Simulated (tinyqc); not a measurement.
# Worked calculation: donor binding, ionisation and the Mott limit

Program tinyqc, `OMP_NUM_THREADS=1 python tinyqc.py 2330028 2330029 out.jsonl`; Intel Xeon 2.30GHz, shared host, one thread, about 0.01 s. Printed values are rounded.

Hydrogenic donor: Ry = (m0 q^3/(8 eps0^2 h^2)) me/eps_r^2 in eV, E0 = cc Ry, radius a = q/(8 pi eps0 eps_r E0), Mott density Nm = (0.26/a)^3. Below Nm the level sinks as Ed = E0 [1 - (N/Nm)^(1/3)]. Neutrality: Nc F12(eta) = N/(1 + 2 exp(eta + Ed/kB T)), F12(x) = (2/sqrt(pi)) int_0^infinity sqrt(u)/(1 + exp(u - x)) du.

Parameters, values chosen for the exercise; band and dielectric values close to those of silicon: temperature T = 300 K; relative permittivity eps_r = 11.5; mass in the hydrogenic formula, set independently of Nc me = 0.258 m0; conduction-band density of states at 300 K Nc = 2.77e19 cm^-3; ratio of the true binding energy to the hydrogenic one cc = 1; donor density N = 1.5e16 cm^-3.

Constants: q = 1.602176634e-19 C, kB = 1.380649e-23 J/K, eps0 = 8.8541878128e-12 F/m, h = 6.62607015e-34 J s, m0 = 9.1093837015e-31 kg, Vt = kB T/q. Results are converted to the units shown.

Range of the model: A sharp level with degeneracy 2 overstates freeze-out near Nm, where the impurity band broadens and merges with the conduction band.

## Binding energy, radius and Mott density

The mean spacing of the donors is N^(-1/3).

Ry = 26.5427 meV
E0 = 26.5427 meV
a = 2.35874 nm
Nm = 1.33931e18 cm^-3
spacing over a = 17.1906
Ed = 20.6041 meV

## Ionisation

Solve the neutrality equation for eta. Boltzmann form: with k = (Nc/2) exp(-Ed/kB T) the ionised share is [-k + sqrt(k^2 + 4 k N)]/(2 N).

eta = -7.52334
ionised share = 99.7608 %
n = 1.49641e16 cm^-3
ionised share, Boltzmann form = 99.7608 %

With the level held at E0 the share would be 99.7 %.
